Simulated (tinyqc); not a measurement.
Current crowding under a contact, resistor ladder against the transmission-line model: two steps of the calculation.

A metal contact of length d and width W on a thin layer of the same width. The metal has no resistance, the sheet resistance under it equals Rsh, and current enters the layer at the front edge x = 0.

Values chosen for this exercise: sheet resistance of the semiconductor layer Rsh = 24 ohm/sq; specific contact resistivity rc = 1.2e-7 ohm cm^2; contact length d = 0.36 um; contact width W = 99 um; cells n = 7; current I = 0.5 mA.

Question 1. Voltages and the share of the current. Cut the contact into n cells of length hc = d/n. Neighbouring cell centres are joined by a = W/(Rsh hc), each centre joins the metal (0 V) by g = W hc/rc, and I enters cell 1 through half a cell: -a v_(i-1) + b_i v_i - a v_(i+1) = I for i = 1 and 0 otherwise, b_i = g + 2 a (g + a at both ends). Rc = v_1/I + 1/(2 a). Cell i passes g v_i to the metal.

a = 80.208333 S
g = 0.42428571 S
b_i, cell 1 to 7 (S): [80.632619, 160.84095, 160.84095, 160.84095, 160.84095, 160.84095, 80.632619]

Wanted: v_i; share of the current; Rc of the ladder.

Answer 1.

v_i, cell 1 to 7 (mV): [0.1797, 0.1744, 0.1700, 0.1666, 0.1640, 0.1623, 0.1614]
share of the current, cell 1 to 7 (%): [15.25, 14.80, 14.43, 14.14, 13.92, 13.77, 13.70]
Rc of the ladder = 0.3656 ohm

The first cell passes 15.2 % of the current and the last 13.7 %; an even spread would give 14.3 % each.

Question 2. The transmission-line result. Transfer length Lt = sqrt(rc/Rsh); front resistance Rc = (Rsh Lt/W) coth(d/Lt); end resistance Re = (Rsh Lt/W)/sinh(d/Lt). v(x) = I (Rsh Lt/W) cosh((d - x)/Lt)/sinh(d/Lt) at the cell centres x = (i - 1/2) d/n.

Wanted: Lt; Rc; Re; v(x).

Answer 2.

Lt = 0.7071 um
Rc = 0.3653 ohm
Re = 0.3226 ohm
v(x), cell 1 to 7 (mV): [0.1797, 0.1744, 0.1700, 0.1665, 0.1640, 0.1623, 0.1614]

The ladder's Rc is 0.085 % above this value, with cells 0.073 Lt long.

Program tinyqc, `OMP_NUM_THREADS=1 python tinyqc.py 2760149 2760150 out.jsonl`; Intel Xeon 2.30GHz, shared host, one thread, about 0.01 s.
